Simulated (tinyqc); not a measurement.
Wannier-Stark ladder of a miniband: sweeps and comparisons. A value that a table varies takes the place of the one given here.

One state in each well j = -(Nw - 1)/2 ... (Nw - 1)/2: H_jj = j e F d, H_(j,j+1) = -W/4; 1 kV/cm = 0.01 meV/angstrom. In an infinite chain the levels are j e F d and the state of well 0 has amplitude J_j(x) in size on well j, x = W/(2 e F d).

Constants: hbar = 6.58211957e-16 eV s.

Inputs chosen for the exercise (near those of an InGaAs/InAlAs superlattice; the results hold for these values, not for the real material): W = 45 meV (miniband width); d = 80 angstrom (period); Nw = 9 (wells); Fs = (6.9, 9.5, 13, 18, 28, 48, 100) kV/cm (fields); G = 5 meV (hbar/tau); F = 31 kV/cm (field).

## Raising the field

Infinite-chain weights beside the middle spacing of the finite stack.

Results:
```
F (kV/cm),e F d (meV),x,J_0^2,J_1^2,J_2^2,middle spacing/(e F d)
6.9,5.52,4.076,0.153,0.009,0.119,1.2061
9.5,7.60,2.961,0.061,0.125,0.236,1.0451
13,10.40,2.163,0.017,0.315,0.150,1.0067
18,14.40,1.562,0.227,0.320,0.061,1.0007
28,22.40,1.004,0.583,0.195,0.013,1.0000
48,38.40,0.586,0.839,0.079,0.002,1.0000
1.0e+02,80.00,0.281,0.961,0.019,0.000,1.0000
```

J_0 vanishes at x = 2.405, F = 11.7 kV/cm, where the line at j = 0 disappears; J_0^2 overtakes J_1^2 for good at x = 1.435, F = 19.6 kV/cm, and reaches 0.96 in the last row. The 9 wells reproduce the middle spacing of the even ladder to 1 % from 13 kV/cm on, where the swing W/(e F d) = 2x is 4.3 periods. The lines are seen apart only where e F d exceeds their width, usually a few meV.

## Drift velocity with scattering

Esaki-Tsu: v = v0 y/(1 + y^2), y = e F d/G, v0 = W d/(2 hbar), at zero temperature; 1 angstrom/s = 1e-8 cm/s, 1 kV/cm = 0.01 meV/angstrom. The last column is dv/dF in cm^2/(V s).

Results:
```
y,F (kV/cm),v (1e6 cm/s),dv/dF
0.1,0.62,2.71,4246
0.3,1.88,7.53,3351
0.6,3.75,12.06,1514
1.0,6.25,13.67,0
1.5,9.38,12.62,-518
2.5,15.62,9.43,-437
4.0,25.00,6.43,-227
```

v0 = 27.35 x 1e6 cm/s
field at y = 1 = 6.25 kV/cm

The velocity peaks at v0/2 = 13.67 x 1e6 cm/s at 6.25 kV/cm and then falls: negative differential velocity, steepest at y = sqrt3 with -v0/(8 Fc) = -547 cm^2/(V s). The low-field mobility is v0/Fc = 4375 cm^2/(V s). At the peak the swing is W/G = 9.0 periods, so the semiclassical picture holds.

## What each parameter does

e F d, x, J_0(x)^2 and the lowest level of the finite stack. Each row changes one parameter from the base and keeps the others.

Results:
```
case,e F d (meV),x,J_0^2,lowest level (meV)
base,24.80,0.907,0.647,-103.88
W = 56 meV,24.80,1.129,0.498,-106.16
d = 72 angstrom,22.32,1.008,0.580,-94.39
F = 43.4 kV/cm,34.72,0.648,0.806,-142.35
Nw = 11,24.80,0.907,0.647,-128.68
```

The largest shifts from the base row, up to three for each result and ties (the steps differ in size, so this ranks the rows, not the parameters). e F d (meV): F +9.92, d -2.48; unchanged at the printed digits by W and Nw. x: F -0.259, W +0.222, d +0.101; unchanged at the printed digits by Nw. J_0^2: F +0.159, W -0.149, d -0.067; unchanged at the printed digits by Nw. lowest level (meV): F -38.48, Nw -24.80, d +9.49.

Run: tinyqc, `OMP_NUM_THREADS=1 python tinyqc.py 1280021 1280022 out.jsonl`; Intel(R) Xeon(R) Processor @ 2.30GHz, one thread, shared host; about 0.01 s of CPU time with all checks.
